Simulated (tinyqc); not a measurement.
Ellipsometry and reflectance of a transparent film on an absorbing substrate: two steps of the calculation.

Air (index 1), film, substrate with N2 = n2 - i k2; time factor exp(+i w t). q_j = sqrt(N_j^2 - sin^2 th), root with positive real part. Fresnel coefficients r_s = (q_a - q_b)/(q_a + q_b), r_p = (N_b^2 q_a - N_a^2 q_b)/(N_b^2 q_a + N_a^2 q_b). tan(Psi) exp(i Delta) = R_p/R_s, Delta taken from 0 to 360 degrees.

Inputs (values chosen for the exercise); indices close to those of a porous low-k film on silicon: wavelength lam = 800 nm; angle of incidence th = 65 degrees; index of the transparent film n1 = 1.294; film thickness d = 76 nm; index of the substrate n2 = 3.692; extinction coefficient of the substrate k2 = 0.0065.

Question 1. Interface coefficients and thickness period. q0, q1, q2 and the coefficients r01 and r12 for p and s; the results repeat in d with the period lam/(2 q1).

Give: q0; q1; q2; r01,p; r01,s; r12,p; r12,s; period.

Answer 1.

q0 = 0.4226
q1 = 0.9236
q2 = 3.579-0.007i
r01,p = -0.1324
r01,s = -0.3721
r12,p = 0.3550-0.0007i
r12,s = -0.5898+0.0006i
period = 433.1 nm

Question 2. Psi, Delta and reflectances. beta = 2 pi d q1/lam, X = exp(-2 i beta), R = (r01 + r12 X)/(1 + r01 r12 X) for p and s.

q1 = 0.92360283
r01,p = -0.13238657
r01,s = -0.37214138
r12,p = 0.35499565-0.00072001i
r12,s = -0.58975101+0.00061093i

Wanted: beta; X; R_p; R_s; Psi; Delta; |R_p|^2; |R_s|^2.

Answer 2.

beta = 0.55130 rad
X = 0.45128-0.89238i
R_p = 0.01384-0.32455i
R_s = -0.64531+0.36412i
Psi = 23.674 degrees
Delta = 121.88 degrees
|R_p|^2 = 0.10553
|R_s|^2 = 0.54900

The bare substrate gives Psi = 16.50 and Delta = 179.83 degrees.

Computed by the program tinyqc: `OMP_NUM_THREADS=1 python tinyqc.py 2870217 2870218 out.jsonl`, one thread of a shared Intel Xeon 2.30GHz, about 0.4 s for the whole run.
